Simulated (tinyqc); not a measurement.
Reverse leakage of an n+-p junction: diffusion, generation, trap-assisted and band-to-band tunnelling: one step of the calculation.

One-sided abrupt junction in the depletion approximation, x from the junction (0) to W on the p side, field F = F0 (1 - x/W). Flat quasi-Fermi levels, long p side. Traps generate through SRH with both lifetimes shortened by 1 + Gamma (Hurkx enhancement, form for moderate fields); band-to-band generation is local and needs a total bending above Eg.

Problem. Current components. u = (Vbi + VR)(1 - x/W)^2, p = Na exp(-u/Vt), n = Nd exp((u - Vbi - VR)/Vt); G0 = ni^2 (1 - exp(-VR/Vt))/(tau (n + p + 2 ni cosh(Et/Vt))); Gamma = 2 sqrt(3 pi)(F/FG) exp((F/FG)^2); trap-assisted part G0 Gamma; G_bb = Ab F^2.5 exp(-Bb/F) with F in V/cm, zero unless Vbi + VR > Eg. 13 equal steps.

Each current is q times the trapezoid sum of its rate; J adds J_diff; J_bb under 1e-8 of the sum is given as 0.

Constants: q = 1.602176634e-19 C. Results are converted to the units shown.

x, point 0 to 13 (nm): [0.00000, 11.47549, 22.95099, 34.42648, 45.90198, 57.37747, 68.85296, 80.32846, 91.80395, 103.27945, 114.75494, 126.23044, 137.70593, 149.18142]
G0, point 0 to 13 (cm^-3 s^-1): [1.6272694e11, 4.7699460e15, 9.0120872e16, 9.0240179e16, 9.0240199e16, 9.0240199e16, 9.0239978e16, 9.0192364e16, 8.5928988e16, 2.9343158e16, 2.3416063e15, 3.0293118e14, 8.7802115e13, 5.8079465e13]
G0 Gamma, point 0 to 13 (cm^-3 s^-1): [8.4223940e11, 2.1633840e16, 3.5716644e17, 3.1122444e17, 2.6924335e17, 2.3100887e17, 1.9592026e17, 1.6336332e17, 1.2676575e17, 3.3987976e16, 2.0047827e15, 1.7111473e14, 2.4643769e13, 0]
G_bb, point 0 to 13 (cm^-3 s^-1): [27606.038, 217.43326, 0.72342875, 7.8661726e-4, ~0, ~0, ~0, ~0, ~0, ~0, ~0, ~0, ~0, 0]
J_diff = 4.2055973e-8 A/cm^2

Give: J_SRH; J_TAT; J_bb; J.

Solution.

J_SRH = 1.221e-7 A/cm^2
J_TAT = 3.149e-7 A/cm^2
J_bb = 0 A/cm^2
J = 4.790e-7 A/cm^2

Range of the model: The n+ side is degenerate, so Vbi from Boltzmann statistics is only a guide.

Numbers from tinyqc (`OMP_NUM_THREADS=1 python tinyqc.py 2290009 2290010 out.jsonl`; about 0.01 s on one thread of a shared Intel Xeon 2.30GHz).

~0 in a residual or rate marks an entry under 1e-11 of the largest of its column.
